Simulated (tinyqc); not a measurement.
Global model of a low-pressure process discharge: electron temperature, density, ion flux and ion energy: one step, computed by the program tinyqc. Command: `OMP_NUM_THREADS=1 python tinyqc.py 3112425 3112426 out.jsonl plasma walk`. One thread of a shared host (Intel(R) Xeon(R) Processor @ 2.30GHz), about 0.01 s of CPU time with the checks.

Maxwellian electrons with temperature T_e in eV, one positive ion, no negative ions, uniform bulk density n; rate constants have the Arrhenius form.

Task: Energy per pair and density. E_c = E_iz + (X0 exp(-E_ex/T_e) E_ex + K_el (3 m_0/M) T_e)/K_iz; wall potential V_s = (T_e/2) ln(M/(2 pi m_0)); E_T = E_c + 2 T_e + T_e/2 + V_s; n = P/(e u_B A_eff E_T); ion current density J = e h_L n u_B; ionised share n/n_g.

Inputs (values chosen for the exercise, of the order of those of an inductive discharge in a simple atomic gas):
```
quantity,value,unit
ion mass M,40,u
ionisation energy E_iz,12.2,eV
excitation prefactor X0,6.5e-15,m^3/s
excitation energy E_ex,8.59,eV
elastic rate constant K_el,1.7e-13,m^3/s
gas temperature T_g,300,K
radius R,19,cm
height L,16,cm
absorbed power P,290,W
```

T_e = 1.442220 eV

K_iz = 1.314063e-17 m^3/s

Bohm velocity u_B = 1865.161 m/s

A_eff = 524.7122 cm^2

h_L = 0.1522789

gas density n_g = 4.104350e+20 1/m^3

Constants: m_0 = 9.1093837015e-31 kg; u = 1.6605390666e-27 kg; e = 1.602176634e-19 C.

Give: collisional loss per pair E_c; wall potential V_s; E_T; plasma density n; ion current density J; ionised share.

Result:

collisional loss per pair E_c = 23.973 eV

wall potential V_s = 6.7490 V

E_T = 34.327 eV

plasma density n = 5.3878e+11 1/cm^3

ion current density J = 2.4518 mA/cm^2

ionised share = 0.0013127

Collisions take 70 % of the power and the walls the rest. T_e came from the particle balance alone; the power sets only n. Caution: at so short an ion path the formulas for h_L and h_R give way to the ambipolar-diffusion limit.
